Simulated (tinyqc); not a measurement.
From results to parameters: Hueckel model of a polar double bond. Computed by the program tinyqc.

Problem. A C=X pi bond in Hueckel theory has H_XX = alpha + h beta, H_CC = alpha and H_CX = k beta, with two electrons. Find h, k, the charge on carbon and the bond order.

x values of the two levels (E = alpha + x beta): 1.362447  -1.092447

Solution. The sum of the x values is h and their product is -k^2; the charge on carbon is h/sqrt(h^2 + 4k^2) and the bond order 2k/sqrt(h^2 + 4k^2).

h, k: 0.2700  1.2200
charge on carbon, bond order: 0.110  0.994
